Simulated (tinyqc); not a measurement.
Inside a calculation. Method: sp3 tight binding, zinc-blende lattice. One step of it, computed by the program tinyqc.

Question. Levels at k. Diagonalise the Hermitian matrix.

H(k) at k (eV), order a s, a px, a py, a pz, c s, c px, c py, c pz:
```
[[-16.210000, 0.000000, 0.000000, 0.000000, -4.264678, 2.103234, 0.000000-1.913795i, 0.000000+3.556374i],
 [0.000000, -7.030000, 0.000000, 0.000000, -2.103234, 1.644947, 0.000000+4.519433i, 0.000000-2.432048i],
 [0.000000, 0.000000, -7.030000, 0.000000, 0.000000+1.913795i, 0.000000+4.519433i, 1.644947, 2.672785],
 [0.000000, 0.000000, 0.000000, -7.030000, 0.000000-3.556374i, 0.000000-2.432048i, 2.672785, 1.644947],
 [-4.264678, -2.103234, 0.000000-1.913795i, 0.000000+3.556374i, -12.320000, 0.000000, 0.000000, 0.000000],
 [2.103234, 1.644947, 0.000000-4.519433i, 0.000000+2.432048i, 0.000000, -5.010000, 0.000000, 0.000000],
 [0.000000+1.913795i, 0.000000-4.519433i, 1.644947, 2.672785, 0.000000, 0.000000, -5.010000, 0.000000],
 [0.000000-3.556374i, 0.000000+2.432048i, 2.672785, 1.644947, 0.000000, 0.000000, 0.000000, -5.010000]]
```

Give: eigenvalues; weights |c|^2 of the basis functions.

Answer.

eigenvalues (eV): [-20.203, -13.998, -12.354, -11.006, -5.026, -1.948, -0.653, 0.537]

weights |c|^2 of the basis functions, order a s, a px, a py, a pz, c s, c px, c py, c pz:
```
[[0.657, 0.145, 0.003, 0.007, 0.147, 0.028, 0.008, 0.006],
 [0.000, 0.082, 0.390, 0.027, 0.143, 0.041, 0.112, 0.206],
 [0.006, 0.103, 0.124, 0.342, 0.008, 0.007, 0.279, 0.130],
 [0.016, 0.155, 0.057, 0.221, 0.177, 0.287, 0.006, 0.081],
 [0.269, 0.352, 0.013, 0.015, 0.316, 0.020, 0.008, 0.007],
 [0.005, 0.093, 0.203, 0.031, 0.121, 0.096, 0.176, 0.276],
 [0.012, 0.028, 0.144, 0.217, 0.004, 0.012, 0.402, 0.181],
 [0.035, 0.042, 0.066, 0.140, 0.085, 0.510, 0.009, 0.113]]
```
